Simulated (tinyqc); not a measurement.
Inside a calculation. Method: CIS on RHF in the sto-3g basis, for BeH+, spin multiplicity 1. Computed by tinyqc, a small Python program that keeps every step (integrals from PySCF). Settings: charge = 1, multiplicity = 1, basis = sto-3g, method = RHF, energy threshold = 1e-10, iteration cap = 51, orthogonalisation = symmetric, start = Wolfsberg-Helmholz matrix, DIIS depth = 6. Command: `OMP_NUM_THREADS=1 python tinyqc.py 31491 31492 out.jsonl` (the two numbers bound the seeds that draw the settings). One thread of a shared host (Intel(R) Xeon(R) Processor @ 2.60GHz), about 0.05 s of CPU time with the checks. The early iterations of the SCF are left out here.

## One-electron integrals

Geometry (angstrom):

| atom | x | y | z |
|---|---|---|---|
| Be | 0.0000 | 0.0000 | 0.0000 |
| H | 0.0000 | 0.0000 | 1.3280 |

Basis sto-3g: exponents (1/bohr^2) and contraction coefficients of normalised primitives:

| element | l (shell) | exponent | coefficient |
|---|---|---|---|
| Be | s (1) | 30.1679 | 0.1543 |
| Be | s (1) | 5.4951 | 0.5353 |
| Be | s (1) | 1.4872 | 0.4446 |
| Be | s (2) | 1.3148 | -0.1000 |
| Be | s (2) | 0.3055 | 0.3995 |
| Be | s (2) | 0.0994 | 0.7001 |
| Be | p (3) | 1.3148 | 0.1559 |
| Be | p (3) | 0.3055 | 0.6077 |
| Be | p (3) | 0.0994 | 0.3920 |
| H | s (1) | 3.4253 | 0.1543 |
| H | s (1) | 0.6239 | 0.5353 |
| H | s (1) | 0.1689 | 0.4446 |

Overlap, kinetic and nuclear-attraction integrals over the contracted functions; the nuclear repulsion is the sum of Za Zb / Rab.

nuclear repulsion = 1.593907 hartree

overlap S, lower triangle:
```
         1Be 1s  1Be 2s  1Be 2px  1Be 2py  1Be 2pz   2H 1s
1Be 1s   1.0000
1Be 2s   0.2595  1.0000
1Be 2px  0.0000  0.0000   1.0000
1Be 2py  0.0000  0.0000   0.0000   1.0000
1Be 2pz  0.0000  0.0000   0.0000   0.0000   1.0000
2H 1s    0.0714  0.4648   0.0000   0.0000   0.5292  1.0000
```

kinetic energy T (hartree), lower triangle:
```
          1Be 1s  1Be 2s  1Be 2px  1Be 2py  1Be 2pz   2H 1s
1Be 1s    6.6940
1Be 2s   -0.0330  0.2111
1Be 2px   0.0000  0.0000   0.6606
1Be 2py   0.0000  0.0000   0.0000   0.6606
1Be 2pz   0.0000  0.0000   0.0000   0.0000   0.6606
2H 1s    -0.0165  0.0710   0.0000   0.0000   0.1980  0.7600
```

nuclear attraction V (hartree), lower triangle:
```
           1Be 1s   1Be 2s  1Be 2px  1Be 2py  1Be 2pz    2H 1s
1Be 1s   -14.9596
1Be 2s    -2.0027  -2.6849
1Be 2px    0.0000   0.0000  -2.6272
1Be 2py    0.0000   0.0000   0.0000  -2.6272
1Be 2pz   -0.0183  -0.1499   0.0000   0.0000  -2.7452
2H 1s     -0.5531  -1.2734   0.0000   0.0000  -1.4367  -2.8073
```

core Hamiltonian H = T + V (hartree), lower triangle:
```
          1Be 1s   1Be 2s  1Be 2px  1Be 2py  1Be 2pz    2H 1s
1Be 1s   -8.2656
1Be 2s   -2.0357  -2.4738
1Be 2px   0.0000   0.0000  -1.9666
1Be 2py   0.0000   0.0000   0.0000  -1.9666
1Be 2pz  -0.0183  -0.1499   0.0000   0.0000  -2.0846
2H 1s    -0.5696  -1.2025   0.0000   0.0000  -1.2388  -2.0472
```

## Two-electron integrals

Functions are numbered as in S; the eight-fold symmetry (ij|kl) = (ji|kl) = (kl|ij) leaves the list below.

Two-electron integrals (ij|kl) in chemists' order, unique and non-zero (hartree):
```
(11|11) 2.2988   (21|11) 0.3920   (21|21) 0.0795   (22|11) 0.5710
(22|21) 0.1430   (22|22) 0.4177   (31|31) 0.0146   (32|31) 0.0219
(32|32) 0.0923   (33|11) 0.5696   (33|21) 0.1431   (33|22) 0.4176
(33|33) 0.4499   (41|41) 0.0146   (42|41) 0.0219   (42|42) 0.0923
(43|43) 0.0242   (44|11) 0.5696   (44|21) 0.1431   (44|22) 0.4176
(44|33) 0.4014   (44|44) 0.4499   (51|51) 0.0146   (52|51) 0.0219
(52|52) 0.0923   (53|53) 0.0242   (54|54) 0.0242   (55|11) 0.5696
(55|21) 0.1431   (55|22) 0.4176   (55|33) 0.4014   (55|44) 0.4014
(55|55) 0.4499   (61|11) 0.1068   (61|21) 0.0216   (61|22) 0.0392
(61|33) 0.0389   (61|44) 0.0389   (61|51) 0.0019   (61|52) 0.0036
(61|55) 0.0398   (61|61) 0.0062   (62|11) 0.2301   (62|21) 0.0583
(62|22) 0.1821   (62|33) 0.1755   (62|44) 0.1755   (62|51) 0.0077
(62|52) 0.0446   (62|55) 0.1950   (62|61) 0.0175   (62|62) 0.1127
(63|31) 0.0057   (63|32) 0.0258   (63|53) 0.0080   (63|63) 0.0112
(64|41) 0.0057   (64|42) 0.0258   (64|54) 0.0080   (64|64) 0.0112
(65|11) 0.2370   (65|21) 0.0609   (65|22) 0.1994   (65|33) 0.1876
(65|44) 0.1876   (65|51) 0.0126   (65|52) 0.0699   (65|55) 0.2228
(65|61) 0.0192   (65|62) 0.1412   (65|65) 0.1840   (66|11) 0.3946
(66|21) 0.1019   (66|22) 0.3537   (66|33) 0.3281   (66|44) 0.3281
(66|51) 0.0168   (66|52) 0.1218   (66|55) 0.4048   (66|61) 0.0316
(66|62) 0.2712   (66|65) 0.3625   (66|66) 0.7746
```

## Orthogonalisation

S = U s U^T; symmetric (Loewdin) form X = U s^(-1/2) U^T, so that X^T S X = 1.

eigenvalues of S: 0.2878  0.7935  1.0000  1.0000  1.1718  1.7469

X, lower triangle:
```
          1Be 1s   1Be 2s  1Be 2px  1Be 2py  1Be 2pz   2H 1s
1Be 1s    1.0276
1Be 2s   -0.1458   1.1638
1Be 2px   0.0000   0.0000   1.0000
1Be 2py   0.0000   0.0000   0.0000   1.0000
1Be 2pz  -0.0114   0.1533   0.0000   0.0000   1.1713
2H 1s     0.0207  -0.3605   0.0000   0.0000  -0.4041  1.3044
```

## Iteration 8 (converged): orbitals

converged F (hartree), lower triangle:
```
          1Be 1s   1Be 2s  1Be 2px  1Be 2py  1Be 2pz    2H 1s
1Be 1s   -5.0194
1Be 2s   -1.4114  -0.8777
1Be 2px   0.0000   0.0000  -0.1445
1Be 2py   0.0000   0.0000   0.0000  -0.1445
1Be 2pz   0.0169  -0.1529   0.0000   0.0000  -0.3404
2H 1s    -0.3938  -0.5798   0.0000   0.0000  -0.4606  -0.5789
```

Diagonalise F' = X^T F X, C = X C', fill 2 alpha and 2 beta electrons from the bottom; D = 2 C_occ C_occ^T. Each column has its largest component positive (the first on a tie).

F' = X^T F X (hartree), lower triangle:
```
         1        2        3        4        5        6
1  -4.9103
2  -0.7046  -0.4589
3   0.0000   0.0000  -0.1445
4   0.0000   0.0000   0.0000  -0.1445
5   0.0242   0.0279   0.0000   0.0000  -0.1290
6  -0.0623  -0.3870   0.0000   0.0000  -0.3900  -0.1709
```

orbital energies (hartree): MO1 -5.0222, MO2 -0.7428, MO3 -0.2644, MO4 -0.1445, MO5 -0.1445, MO6 0.3604

coefficients C:
```
             MO1      MO2      MO3     MO4      MO5      MO6
1Be 1s    0.9929  -0.1924  -0.2008  0.0000   0.0000   0.1205
1Be 2s    0.0265   0.5408   0.7660  0.0000   0.0000  -0.8057
1Be 2px   0.0000   0.0000   0.0000  0.6535   0.7569   0.0000
1Be 2py   0.0000   0.0000   0.0000  0.7569  -0.6535   0.0000
1Be 2pz  -0.0020   0.2965  -0.6359  0.0000   0.0000  -1.0327
2H 1s    -0.0015   0.4956  -0.2252  0.0000   0.0000   1.3034
```

D after iteration 8, lower triangle:
```
          1Be 1s  1Be 2s  1Be 2px  1Be 2py  1Be 2pz   2H 1s
1Be 1s    2.0459
1Be 2s   -0.1556  0.5862
1Be 2px   0.0000  0.0000   0.0000
1Be 2py   0.0000  0.0000   0.0000   0.0000
1Be 2pz  -0.1181  0.3206   0.0000   0.0000   0.1758
2H 1s    -0.1938  0.5359   0.0000   0.0000   0.2939  0.4912
```

Within a degenerate level the vectors are fixed only up to a rotation; this is one choice.

## Convergence

Stop when the energy changes by less than 1e-10 hartree and every element of the error matrix X^T (F D S - S D F) X is below 3e-06.

Course of the cycle:

| iteration | E (hartree) | change | largest element of the error matrix |
|---|---|---|---|
| 1 | -14.632717 | - | 1.56e-01 |
| 2 | -14.655609 | -2.29e-02 | 4.27e-02 |
| 3 | -14.662694 | -7.08e-03 | 2.18e-02 |
| 4 | -14.664747 | -2.05e-03 | 3.05e-03 |
| 5 | -14.664751 | -4.37e-06 | 1.45e-03 |
| 6 | -14.664755 | -3.90e-06 | 7.56e-05 |
| 7 | -14.664755 | -1.03e-08 | 3.20e-06 |
| 8 | -14.664755 | -1.89e-11 | 4.04e-08 |

PySCF RHF in the same basis = -14.664755 hartree

Converged in 8 iterations.

## Integrals over molecular orbitals

(pq|rs) = sum C_ip C_jq C_kr C_ls (ij|kl), one index at a time.

one-electron integrals over orbitals h = C^T H C (hartree), lower triangle:
```
         1        2        3        4        5        6
1  -8.2559
2   0.1640  -2.2377
3   0.2054   0.0099  -1.9555
4   0.0000   0.0000   0.0000  -1.9666
5   0.0000   0.0000   0.0000   0.0000  -1.9666
6  -0.0705   0.1492  -0.0347   0.0000   0.0000  -1.5952
```

Two-electron integrals over orbitals (pq|rs), unique and non-zero (hartree):
```
(11|11) 2.2755      (21|11) -0.1668     (21|21) 0.0211      (22|11) 0.4897
(22|21) 0.0027      (22|22) 0.5367      (31|11) -0.1735     (31|21) 0.0161
(31|22) -0.0188     (31|31) 0.0278      (32|11) 0.0362      (32|21) -0.0057
(32|22) -0.0663     (32|31) 0.0024      (32|32) 0.0328      (33|11) 0.5552
(33|21) -0.0137     (33|22) 0.3206      (33|31) 0.0045      (33|32) 0.0272
(33|33) 0.4702      (41|41) 0.0156      (42|41) 0.0133      (42|42) 0.0429
(43|41) 0.0141      (43|42) 0.0306      (43|43) 0.0523      (44|11) 0.5692
(44|21) -0.0062     (44|22) 0.3711      (44|31) -0.0061     (44|32) 0.0175
(44|33) 0.3996      (44|44) 0.4499      (51|51) 0.0156      (52|51) 0.0133
(52|52) 0.0429      (53|51) 0.0141      (53|52) 0.0306      (53|53) 0.0523
(54|54) 0.0242      (55|11) 0.5692      (55|21) -0.0062     (55|22) 0.3711
(55|31) -0.0061     (55|32) 0.0175      (55|33) 0.3996      (55|44) 0.4014
(55|55) 0.4499      (61|11) 0.0963      (61|21) -0.0162     (61|22) -0.0111
(61|31) -0.0031     (61|32) 0.0064      (61|33) 0.0173      (61|44) 0.0018
(61|55) 0.0018      (61|61) 0.0182      (62|11) -0.1149     (62|21) 0.0035
(62|22) 0.0643      (62|31) 0.0057      (62|32) -0.0455     (62|33) -0.0267
(62|44) -0.0520     (62|55) -0.0520     (62|61) 0.0013      (62|62) 0.1214
(63|11) 0.0492      (63|21) -0.0041     (63|22) -0.0562     (63|31) 0.0059
(63|32) 0.0275      (63|33) 0.0574      (63|44) 0.0161      (63|55) 0.0161
(63|61) 0.0073      (63|62) -0.0456     (63|63) 0.0466      (64|41) -0.0093
(64|42) -0.0301     (64|43) -0.0151     (64|64) 0.0269      (65|51) -0.0093
(65|52) -0.0301     (65|53) -0.0151     (65|65) 0.0269      (66|11) 0.5175
(66|21) -2.33e-04   (66|22) 0.5301      (66|31) -0.0155     (66|32) -0.0641
(66|33) 0.3509      (66|44) 0.3754      (66|55) 0.3754      (66|61) -0.0065
(66|62) 0.0933      (66|63) -0.0545     (66|66) 0.5660
```

## CIS matrix, singlets

A(ia,jb) = (e_a - e_i) d_ij d_ab + 2 (ia|jb) - (ij|ab).

CIS matrix A, singlet (hartree), lower triangle:
```
         1>3     1>4     1>5     1>6      2>3     2>4     2>5     2>6
1>3   4.2581
1>4   0.0000  4.3397
1>5   0.0000  0.0000  4.3397
1>6  -0.0555  0.0000  0.0000  4.9014
2>3   0.0186  0.0000  0.0000  0.0169   0.2233
2>4   0.0000  0.0327  0.0000  0.0000   0.0000  0.3131
2>5   0.0000  0.0000  0.0327  0.0000   0.0000  0.0000  0.3131
2>6   0.0155  0.0000  0.0000  0.0028  -0.0349  0.0000  0.0000  0.8159
```

## CIS singlet states

dipole integrals <i|r|a> (bohr):
```
          x        y        z
1>3  0.0000   0.0000  -0.1036
1>4  0.0962   0.1114   0.0000
1>5  0.1114  -0.0962   0.0000
1>6  0.0000   0.0000  -0.1014
2>3  0.0000   0.0000  -0.6758
2>4  0.5499   0.6369   0.0000
2>5  0.6369  -0.5499   0.0000
2>6  0.0000   0.0000   0.7326
```

Diagonalise A (1 hartree = 27.211386 eV); each vector has its largest component positive (the first on a tie). The transition dipole is mu = sqrt2 sum c_ia <i|r|a>.

singlet excitation energies (eV): 6.0175  8.5126  8.5126  22.2563  115.7444  118.0966  118.0966  133.5053

lowest vectors:
```
     state 1  state 2  state 3  state 4  state 5  state 6
1>3  -0.0049   0.0000   0.0000  -0.0042   0.9963   0.0000
1>4   0.0000  -0.0020  -0.0079   0.0000   0.0000   0.9425
1>5   0.0000  -0.0079   0.0020   0.0000   0.0000  -0.3340
1>6  -0.0037   0.0000   0.0000  -0.0005   0.0851   0.0000
2>3   0.9983   0.0000   0.0000  -0.0587   0.0049   0.0000
2>4   0.0000   0.2421   0.9702   0.0000   0.0000   0.0077
2>5   0.0000   0.9702  -0.2421   0.0000   0.0000  -0.0027
2>6   0.0587   0.0000   0.0000   0.9983   0.0045   0.0000
```

oscillator strengths 2/3 w |mu|^2: 0.1173  0.2945  0.2945  0.6491  0.0710  0.1373

Within a degenerate level the vectors are fixed only up to a rotation; this is one choice.

## CIS matrix, triplets

A(ia,jb) = (e_a - e_i) d_ij d_ab - (ij|ab).

CIS matrix A, triplet (hartree), lower triangle:
```
         1>3     1>4     1>5     1>6     2>3     2>4     2>5     2>6
1>3   4.2026
1>4   0.0000  4.3085
1>5   0.0000  0.0000  4.3085
1>6  -0.0492  0.0000  0.0000  4.8651
2>3   0.0137  0.0000  0.0000  0.0041  0.1578
2>4   0.0000  0.0062  0.0000  0.0000  0.0000  0.2272
2>5   0.0000  0.0000  0.0062  0.0000  0.0000  0.0000  0.2272
2>6   0.0041  0.0000  0.0000  0.0002  0.0562  0.0000  0.0000  0.5731
```

## CIS triplet states

Diagonalise A (1 hartree = 27.211386 eV); each vector has its largest component positive (the first on a tie).

triplet excitation energies (eV): 4.0889  6.1827  6.1827  15.7966  114.2600  117.2408  117.2408  132.4852

lowest vectors:
```
     state 1  state 2  state 3  state 4  state 5  state 6
1>3  -0.0032   0.0000   0.0000  -0.0016   0.9973   0.0000
1>4   0.0000  -0.0014  -0.0005   0.0000   0.0000   0.7719
1>5   0.0000   0.0005  -0.0014   0.0000   0.0000  -0.6357
1>6  -0.0009   0.0000   0.0000  -0.0002   0.0737   0.0000
2>3   0.9913   0.0000   0.0000   0.1317   0.0035   0.0000
2>4   0.0000   0.9510   0.3092   0.0000   0.0000   0.0012
2>5   0.0000  -0.3092   0.9510   0.0000   0.0000  -0.0010
2>6  -0.1317   0.0000   0.0000   0.9913   0.0012   0.0000
```

Within a degenerate level the vectors are fixed only up to a rotation; this is one choice.
